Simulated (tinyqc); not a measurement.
# Offset from the accumulated charge

Question. Layer 1 (x < 0) accumulates electrons and layer 2 (x > 0) is depleted. Boltzmann statistics. Sheet densities from the first integral: Q1 = sqrt((2 eps0 eps_r Vt N1/q)(exp(u1) - u1 - 1)) extra electrons, Q2 = sqrt((2 eps0 eps_r Vt N2/q)(exp(-u2) + u2 - 1)) missing ones, u = V/Vt; neutrality Q1 = Q2 + si. V1 + V2 = dE + Vt ln[(N2/Nc2)/(N1/Nc1)]. Find V1, V2 and dE.

Parameters, values chosen for the exercise; values of the order of III-V alloys: temperature T = 200 K; relative permittivity of both layers eps_r = 12.8; density of states of the narrow-gap layer 1 Nc1 = 3.2e17 cm^-3; density of states of the wide-gap layer 2 Nc2 = 7.8e17 cm^-3; donor density in layer 1 N1 = 2.6e15 cm^-3; donor density in layer 2 N2 = 6.2e16 cm^-3; fixed charge at the interface si = 0 cm^-2.

Constants: q = 1.602176634e-19 C, kB = 1.380649e-23 J/K, Vt = kB T/q, eps0 = 8.8541878128e-14 F/cm where lengths are in cm. Results are converted to the units shown.

Q1 = 3.1646444e11 cm^-2

Solution. Each sheet density rises steadily with its bending, so Q1 fixes V1 and Q2 = Q1 - si fixes V2.

V1 = 0.08790 V
V2 = 0.1314 V
dE = 0.1800 eV

Numbers from tinyqc (`OMP_NUM_THREADS=1 python tinyqc.py 2410055 2410056 out.jsonl`; about 0.08 s on one thread of a shared Intel Xeon 2.30GHz).
